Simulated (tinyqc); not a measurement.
# Inputs raised by 5 %, one at a time

Model: growth of a silicide layer between metal and silicon: linear-parabolic kinetics, ramp anneals and Kissinger analysis. Computed by tinyqc, a small Python program. Command: `OMP_NUM_THREADS=1 python tinyqc.py 3013131 3013132 out.jsonl silicide sens`. One thread of a shared host (Intel(R) Xeon(R) Processor @ 2.30GHz), about 0.2 s of CPU time with the checks.

One compound layer of thickness x grows by diffusion through itself and reaction at an interface, dx/dt = 1/(2x/K + 1/v), until the metal is used up at x = a h.

Inputs (values chosen for the exercise, modelled on NiSi):

| quantity | value | unit |
|---|---|---|
| metal thickness h | 8 | nm |
| silicide formed per metal thickness a | 2.2 | - |
| prefactor of the parabolic constant K | 9e+13 | nm^2/s |
| activation energy E of K | 1.71 | eV |
| prefactor of the interface velocity v | 2e+15 | nm/s |
| activation energy E_v | 1.88 | eV |
| temperature T | 385 | C |
| time t | 40 | s |

Constants: k_B = 8.617333262e-05 eV/K.

Method:
- The silicide ends at the thickness a h.
- K = K0 exp(-E/(k_B T)), v = v0 exp(-E_v/(k_B T)).
- Temperatures in kelvin are T(C) + 273.15.
- x^2/K + x/v = t, so x = (K/(2v)) [sqrt(1 + 4 v^2 t/K) - 1], capped at a h; completion time t_c = (a h)^2/K + a h/v, a h being the final thickness; crossover thickness K/v.

Runs:

| input moved | from | to | completion time (s) | thickness at time t (nm) | crossover thickness (nm) |
|---|---|---|---|---|---|
| base run | - | - | 44.96 | 16.577 | 0.9015 |
| metal thickness h (nm) | 8 | 8.4 | 49.45 | 16.577 | 0.9015 |
| prefactor of the parabolic constant K (nm^2/s) | 9e+13 | 9.45e+13 | 42.92 | 16.975 | 0.9466 |
| activation energy E of K (eV) | 1.71 | 1.7955 | 195.30 | 7.911 | 0.1997 |
| prefactor of the interface velocity v (nm/s) | 2e+15 | 2.1e+15 | 44.85 | 16.598 | 0.8586 |
| activation energy E_v (eV) | 1.88 | 1.974 | 54.26 | 14.820 | 4.7292 |
| time t (s) | 40 | 42 | 44.96 | 16.997 | 0.9015 |

Exponents ln(y'/y) / ln(x'/x):

| input | completion time | thickness at time t | crossover thickness |
|---|---|---|---|
| metal thickness h | 1.952 | 0.000 | 0.000 |
| prefactor of the parabolic constant K | -0.950 | 0.487 | 1.000 |
| activation energy E of K | 30.106 | -15.162 | -30.898 |
| prefactor of the interface velocity v | -0.048 | 0.026 | -1.000 |
| activation energy E_v | 3.854 | -2.295 | 33.970 |
| time t | 0.000 | 0.513 | 0.000 |

Among the inputs moved here: completion time answers most in size to activation energy E of K (exponent +30.106), next to activation energy E_v (+3.854); its exponent is below 0.0005 for time t. Its exponent +1.952 in metal thickness h: diffusion control. Thickness at time t answers most in size to activation energy E of K (exponent -15.162), next to activation energy E_v (-2.295); its exponent is below 0.0005 for metal thickness h. Its exponent +0.513 in time t: diffusion control. Crossover thickness answers most in size to activation energy E_v (exponent +33.970), next to activation energy E of K (-30.898); its exponent is below 0.0005 for metal thickness h, time t.

Extremes, crossings and ranges named in words are read from the listed rows.
